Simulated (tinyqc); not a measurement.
Changing the second-pair interaction V2: cluster expansion of a binary alloy: correlations, fit, cross-validation and ground states. Computed by tinyqc, a small Python program. Command: `OMP_NUM_THREADS=1 python tinyqc.py 3002177 3002178 out.jsonl clex sweep`. One thread of a shared host (Intel(R) Xeon(R) Processor @ 2.30GHz), about 0.2 s of CPU time with the checks.

s = +1 for A and -1 for B. Energy per site E = J0 + J1 P(point) + sum over clusters of m V P, with P the mean product of spins; V > 0 on a pair favours unlike neighbours. Clusters per site m: pair 1 6, pair 2 3, pair 3 12, triplet 8; the triplet is the triangle of first neighbours. Formation energies are counted from the line between pure A and pure B, which removes J0 and J1.

Inputs (values chosen for the exercise, for a model alloy):
```
quantity                   value      unit
first-pair interaction V1  -8.35       meV
third-pair interaction V3  -0.34       meV
triplet interaction Vt      0.23       meV
noise amplitude              1.6  meV/site
temperature T                610         K
fraction x of B              0.8         -
```

Lattice: fcc.

correlations P, counted on periodic cells:
```
                       point     pair 1     pair 2     pair 3    triplet
A                   1.000000   1.000000   1.000000   1.000000   1.000000
A3B L1_2            0.500000   0.000000   1.000000   0.000000  -0.500000
A3B D0_22           0.500000   0.000000   0.666667   0.333333  -0.500000
A3B (001) layers    0.500000   0.333333   0.666667   0.000000   0.500000
A2B (001) layers    0.333333   0.111111   0.555556  -0.333333   0.333333
AB L1_0             0.000000  -0.333333   1.000000  -0.333333   0.000000
AB L1_1             0.000000   0.000000  -1.000000   0.000000   0.000000
A2B2 (001) layers   0.000000   0.333333   0.333333  -0.333333   0.000000
AB2 (001) layers   -0.333333   0.111111   0.555556  -0.333333  -0.333333
AB3 L1_2           -0.500000   0.000000   1.000000   0.000000   0.500000
AB3 D0_22          -0.500000   0.000000   0.666667   0.333333   0.500000
AB3 (001) layers   -0.500000   0.333333   0.666667   0.000000  -0.500000
B                  -1.000000   1.000000   1.000000   1.000000  -1.000000
```

standard normal numbers for the noise (0 for the pure ends): A 0.000, A3B L1_2 0.711, A3B D0_22 -0.538, A3B (001) layers 1.154, A2B (001) layers 1.578, AB L1_0 -1.681, AB L1_1 -0.491, A2B2 (001) layers 0.275, AB2 (001) layers -2.182, AB3 L1_2 0.603, AB3 D0_22 -0.756, AB3 (001) layers 0.162, B 0.000

Constants: k_B = 8.617333262e-05 eV/K.

Method:
- Design matrix of formation energies: m (P - 1) for pairs and m (P(triplet) - P(point)) for the triplet; x = (1 - P(point))/2.
- Exact: X V with V = (V1, V2, V3, Vt). The data to fit add the noise amplitude times the normal numbers, standing for what the clusters leave out.
- Leave out pair 3: A = X^T X and b = X^T E (E being the data with noise) over these three columns; solve A V = b. The root-mean-square error runs over the structures between the pure ends.
- For each set, H = X (X^T X)^-1 X^T over the structures between the ends; residual e = E - H E; leave-one-out error e_i/(1 - H_ii); both as root mean squares.
- Height above the hull = E less the lowest straight line between two structures that bracket x (or the lowest structure at the same x). The three-term fit is X V with the fitted values.
- Random alloy: P(pair) = p^2, P(triplet) = p^3, p = 1 - 2x, so H_mix = (p^2 - 1) sum m V(pairs) + (p^3 - p) m Vt; G_mix = H_mix + k_B T [x ln x + (1 - x) ln(1 - x)]. To first order in 1/T the Warren-Cowley parameter of shell 1 is alpha_1 = -(1 - p^2) V_eff/(k_B T), V_eff = V1 + (number of triplets on a first-neighbour bond) p Vt, that number being 4.

One run for each value; columns: (1) second-pair interaction V2 (meV); (2) lowest exact formation energy (meV/site); (3) mixing enthalpy H_mix (meV/site); (4) leave-one-out error without pair 3 (meV/site):
```
(1)   (2)       (3)     (4)
-6.7    0  48.24576  3.9761
-5.0    0  44.98176  3.9761
-3.3    0  41.71776  3.9761
-1.7    0  38.64576  3.9761
0.0     0  35.38176  3.9761
1.7     0  32.11776  3.9761
3.3     0  29.04576  3.9761
5.0     0  25.78176  3.9761
6.7     0  22.51776  3.9761
```

Describe the trends.

Over the rows, lowest exact formation energy (meV/site) does not change; mixing enthalpy H_mix (meV/site) falls from 48.2 to 22.5; leave-one-out error without pair 3 (meV/site) does not change.

Extremes, crossings and ranges named in words are read from the listed rows.
